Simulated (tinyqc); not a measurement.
Worked calculation: plane-wave Kohn-Sham cycle with exchange-only LDA in a layered model solid. Computed by tinyqc, a small Python program that keeps every step. Settings: points = 16, plane-wave index or count = 3, electrons = 4, k points = 2, area = 24.0, mixing = 0.8, iteration cap = 72, Pulay depth = 5. Command: `OMP_NUM_THREADS=1 python tinyqc.py 29048 29049 out.jsonl` (the two numbers bound the seeds that draw the settings). One thread of a shared host (Intel(R) Xeon(R) Processor @ 2.60GHz), about 0.01 s of CPU time with the checks. Later iterations appear only in the table of the cycle.

## Iteration 1: potential

A solid whose potential varies along x alone (atomic units):
```
parameter                      value
period a                    4.900000
cross-section of the cell  24.000000
electrons per cell                 4
grid points                       16
plane waves -n..n, n               3
k points                           2
V1 in V1 cos(2 pi x/a)     -0.470000
V2 in V2 cos(4 pi x/a)      0.170000
```

density at the start, on the grid x_j = j a/N (e/bohr^3): [0.0340136, 0.0340136, 0.0340136, 0.0340136, 0.0340136, 0.0340136, 0.0340136, 0.0340136, 0.0340136, 0.0340136, 0.0340136, 0.0340136, 0.0340136, 0.0340136, 0.0340136, 0.0340136]

V_H(G) = 4 pi rho(G)/G^2 for G != 0 (uniform background); v_x = -(3 rho/pi)^(1/3); V = V_ext + V_H + v_x; Fourier components f(G_m) = (1/N) sum_j f(x_j) exp(-i G_m x_j).

Potentials on the grid (hartree):
```
x           V_ext      V_H       v_x         V
0.00000  -0.30000  0.00000  -0.31906  -0.61906
0.30625  -0.31402  0.00000  -0.31906  -0.63308
0.61250  -0.33234  0.00000  -0.31906  -0.65140
0.91875  -0.30007  0.00000  -0.31906  -0.61913
1.22500  -0.17000  0.00000  -0.31906  -0.48906
1.53125   0.05965  0.00000  -0.31906  -0.25941
1.83750   0.33234  0.00000  -0.31906   0.01328
2.14375   0.55443  0.00000  -0.31906   0.23537
2.45000   0.64000  0.00000  -0.31906   0.32094
2.75625   0.55443  0.00000  -0.31906   0.23537
3.06250   0.33234  0.00000  -0.31906   0.01328
3.36875   0.05965  0.00000  -0.31906  -0.25941
3.67500  -0.17000  0.00000  -0.31906  -0.48906
3.98125  -0.30007  0.00000  -0.31906  -0.61913
4.28750  -0.33234  0.00000  -0.31906  -0.65140
4.59375  -0.31402  0.00000  -0.31906  -0.63308
```

V(G_m), m = 0, 1, 2, ... (hartree): [-0.31906, -0.23500, 0.08500, 0.00000, 0.00000, 0.00000, 0.00000]

## Iteration 1: Hamiltonian at one k

k = 0.25000 2 pi / a

H(m,m') = (k + G_m)^2/2 delta + V(G_m - G_m'), with V(-G) = V(G).

H (hartree), order -3, -2, -1, +0, +1, +2, +3:
```
[[5.89825, -0.23500, 0.08500, 0.00000, 0.00000, 0.00000, 0.00000],
 [-0.23500, 2.19869, -0.23500, 0.08500, 0.00000, 0.00000, 0.00000],
 [0.08500, -0.23500, 0.14338, -0.23500, 0.08500, 0.00000, 0.00000],
 [0.00000, 0.08500, -0.23500, -0.26768, -0.23500, 0.08500, 0.00000],
 [0.00000, 0.00000, 0.08500, -0.23500, 0.96551, -0.23500, 0.08500],
 [0.00000, 0.00000, 0.00000, 0.08500, -0.23500, 3.84294, -0.23500],
 [0.00000, 0.00000, 0.00000, 0.00000, 0.08500, -0.23500, 8.36463]]
```

## Iteration 1: levels at that k

Diagonalise the Hermitian matrix.

eigenvalues (hartree): [-0.39936, 0.18215, 1.00375, 2.21445, 3.85179, 5.91486, 8.37809]

## Iteration 1: new density

Motion across x is left out: the lowest 2 band(s) hold two electrons at each of the k points (j + 1/2)/nk - 1/2. Residual R = rho(out) - rho(in); rho(new) = rho(in) + 0.8 R. rho(out) = 2/(a A nk) sum |psi|^2 with psi = sum c exp(i G x). Harris energy E = band energy - dV sum rho (V_H/2 + v_x) + (3/4) dV sum rho v_x with rho(in), dV = a A/N, band energy = (2/nk) sum of the filled levels.

rho(out) (e/bohr^3): [0.0376374, 0.0393764, 0.0428195, 0.0441035, 0.0405928, 0.0331473, 0.0250946, 0.0194273, 0.0174575, 0.0194273, 0.0250946, 0.0331473, 0.0405928, 0.0441035, 0.0428195, 0.0393764]

density after iteration 1 (e/bohr^3): [0.0369127, 0.0383038, 0.0410584, 0.0420855, 0.0392769, 0.0333205, 0.0268784, 0.0223445, 0.0207687, 0.0223445, 0.0268784, 0.0333205, 0.0392769, 0.0420855, 0.0410584, 0.0383038]

energy per cell = -0.1153583 hartree

## Iteration 2: potential

As before.

Potentials on the grid (hartree):
```
x           V_ext       V_H       v_x         V
0.00000  -0.30000   0.05838  -0.32788  -0.56950
0.30625  -0.31402   0.05653  -0.33195  -0.58944
0.61250  -0.33234   0.04947  -0.33972  -0.62259
0.91875  -0.30007   0.03429  -0.34253  -0.60831
1.22500  -0.17000   0.00999  -0.33474  -0.49475
1.53125   0.05965  -0.02019  -0.31688  -0.27742
1.83750   0.33234  -0.04952  -0.29498  -0.01216
2.14375   0.55443  -0.07062  -0.27736   0.20645
2.45000   0.64000  -0.07827  -0.27068   0.29104
2.75625   0.55443  -0.07062  -0.27736   0.20645
3.06250   0.33234  -0.04952  -0.29498  -0.01216
3.36875   0.05965  -0.02019  -0.31688  -0.27742
3.67500  -0.17000   0.00999  -0.33474  -0.49475
3.98125  -0.30007   0.03429  -0.34253  -0.60831
4.28750  -0.33234   0.04947  -0.33972  -0.62259
4.59375  -0.31402   0.05653  -0.33195  -0.58944
```

V(G_m), m = 0, 1, 2, ... (hartree): [-0.31718, -0.21548, 0.08888, 0.00031, 0.00010, 0.00003, 0.00000]

## Iteration 2: Hamiltonian at one k

k = 0.25000 2 pi / a

As before.

H (hartree), order -3, -2, -1, +0, +1, +2, +3:
```
[[5.90014, -0.21548, 0.08888, 0.00031, 0.00010, 0.00003, 0.00000],
 [-0.21548, 2.20058, -0.21548, 0.08888, 0.00031, 0.00010, 0.00003],
 [0.08888, -0.21548, 0.14526, -0.21548, 0.08888, 0.00031, 0.00010],
 [0.00031, 0.08888, -0.21548, -0.26580, -0.21548, 0.08888, 0.00031],
 [0.00010, 0.00031, 0.08888, -0.21548, 0.96739, -0.21548, 0.08888],
 [0.00003, 0.00010, 0.00031, 0.08888, -0.21548, 3.84482, -0.21548],
 [0.00000, 0.00003, 0.00010, 0.00031, 0.08888, -0.21548, 8.36651]]
```

## Iteration 2: levels at that k

As before.

eigenvalues (hartree): [-0.37944, 0.17693, 1.00161, 2.21457, 3.85271, 5.91444, 8.37809]

## Iteration 2: new density

B (overlaps of the stored error matrices):
```
[[1.3761463e-03, 1.9928778e-04],
 [1.9928778e-04, 3.1544478e-05]]
```

Motion across x is left out: the lowest 2 band(s) hold two electrons at each of the k points (j + 1/2)/nk - 1/2. Residual R = rho(out) - rho(in); rho(new) = rho(in) + 0.8 R; Pulay mixing then takes sum c_i of the stored mixed densities, with c from B_ij = sum R_i R_j as in DIIS. rho(out) = 2/(a A nk) sum |psi|^2 with psi = sum c exp(i G x). Harris energy E = band energy - dV sum rho (V_H/2 + v_x) + (3/4) dV sum rho v_x with rho(in), dV = a A/N, band energy = (2/nk) sum of the filled levels.

rho(out) (e/bohr^3): [0.0367006, 0.0384713, 0.0420875, 0.0437666, 0.0407549, 0.0336851, 0.0257870, 0.0201315, 0.0181494, 0.0201315, 0.0257870, 0.0336851, 0.0407549, 0.0437666, 0.0420875, 0.0384713]

DIIS coefficients: [-0.16623, 1.16623]

density after iteration 2 (e/bohr^3): [0.0367148, 0.0384600, 0.0420186, 0.0436539, 0.0406558, 0.0336607, 0.0258602, 0.0202798, 0.0183250, 0.0202798, 0.0258602, 0.0336607, 0.0406558, 0.0436539, 0.0420186, 0.0384600]

energy per cell = -0.1024066 hartree

## Convergence

Stop when sqrt(dV sum R^2) is below 1e-8, dV = a A/N.

Course of the cycle:
```
iteration  E (hartree)  norm of the residual
1           -0.1153583              1.01e-01
2           -0.1024066              1.52e-02
3           -0.1023217              1.17e-03
4           -0.1023225              2.86e-05
5           -0.1023225              2.12e-05
6           -0.1023225              1.73e-07
7           -0.1023225              4.02e-09
```

Converged in 7 iterations. Before convergence this energy mixes input and output and is not variational, so it may rise towards its limit.
